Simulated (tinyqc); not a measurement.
Strain and the order of the valence edges: six-band k.p model of the valence band of a wurtzite crystal.

At k = 0: E1 = D1c + D2c + Te + Le (pure HH); E2, E3 = Le + u +/- sqrt(u^2 + 2 D3c^2), u = (D1c - D2c + Te)/2, D1c = Dcr, D2c = D3c = Dso/3. The weight of LH in state 2 is fL = (E2 - Le)^2/((E2 - Le)^2 + 2 D3c^2). Relative strengths of transitions to the conduction band: for E perpendicular to c (TE) 1/2, fL/2, (1 - fL)/2; for E along c (TM) 0, 1 - fL, fL, with one momentum element for both directions.

Strain of a c-plane layer: exx = eyy = e_par, ezz = -2 (C13/C33) e_par; Le = D1 ezz + D2 (exx + eyy), Te = D3 ezz + D4 (exx + eyy).

Conduction edge: Ec = (top of the unstrained valence band) + Eg + (a1 + D1) ezz + (a2 + D2)(exx + eyy).
Constants: kB = 8.617333262e-05 eV/K.

Inputs chosen for the exercise (near those of GaN; not measured data):
```
symbol  value   unit  meaning
Dcr     0.019   eV    crystal-field splitting
Dso     0.0178  eV    spin-orbit splitting
Eg      3.52    eV    direct gap at Gamma from the top of the unstrained valence band
a1      -4.79   eV    gap potential along c
a2      -10.8   eV    gap potential in the plane
D1      -3.62   eV
D2      4.45    eV
D3      8.23    eV
D4      -4.04   eV
C13     101     GPa
C33     392     GPa
T       300     K     temperature
```

Edges from the unstrained top. Degree of polarisation (TE - TM)/(TE + TM), each state weighted by exp(E/kT) alone (equal densities of states).

Results:
```
e_par (%)  E1 (meV)  E2 (meV)  E3 (meV)     fL  lowest transition (eV)  polarisation
-1.20          18.7       7.2    -154.6  0.997                  3.6017         0.993
-0.90          14.0       2.7    -122.4  0.995                  3.5813         0.981
-0.60           9.3      -1.7     -90.3  0.991                  3.5609         0.937
-0.30           4.7      -5.8     -58.6  0.974                  3.5404         0.781
0.00            0.0      -7.8     -29.0  0.807                  3.5200         0.344
0.30           -4.7      10.0     -19.2  0.091                  3.4849        -0.327
0.60           -9.3      40.8     -22.3  0.018                  3.4290        -0.777
0.90          -14.0      72.7     -26.6  0.007                  3.3720        -0.938
1.20          -18.7     104.8     -31.1  0.004                  3.3148        -0.983
```

E1 = E2 requires Dcr + Te = 0, which here falls at e_par = 0.15 %, inside the sweep: state 1 is on top for smaller e_par and state 2 beyond. The polarisation goes from +0.99 to -0.98 and changes sign between 0.00 and 0.30 %; the lowest transition moves by -120 meV per 1 % on average.

tinyqc: `OMP_NUM_THREADS=1 python tinyqc.py 1050064 1050065 out.jsonl`; about 0.01 s, one thread, shared Intel(R) Xeon(R) Processor @ 2.30GHz.
